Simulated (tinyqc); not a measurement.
Thermal displacements in the Debye model: Debye-Waller factors, bond-length spread and the Lindemann rule: one step, computed by the program tinyqc.

A Debye spectrum with three branches of one velocity, cut at k_B Theta; 4 atoms per cube, nearest neighbours at d = 0.707107 a.

Problem. Recoil-free fraction. A nucleus of this mass is supposed to emit a gamma ray of the energy chosen: recoil energy E_R = E^2/(2 M c^2), wave number k_g = E/(hbar c), recoil-free fraction f = exp(-k_g^2 <u_x^2>).

Inputs (values chosen for the exercise, modelled on nickel): atomic mass M = 58.69 u; Debye temperature Theta = 434 K; temperature T = 450 K; gamma-ray energy E = 23.9 keV.

Structure: fcc.

<u_x^2> = 0.006075592 angstrom^2

Constants: e = 1.602176634e-19 C; u = 1.6605390666e-27 kg; c = 299792458 m/s; hbar = 6.582119569e-16 eV s; k_B = 8.617333262e-05 eV/K.

Give: recoil energy; k_g; recoil-free fraction f.

Solution.

recoil energy = 5.224 meV

k_g = 12.11 1/angstrom

recoil-free fraction f = 0.4101
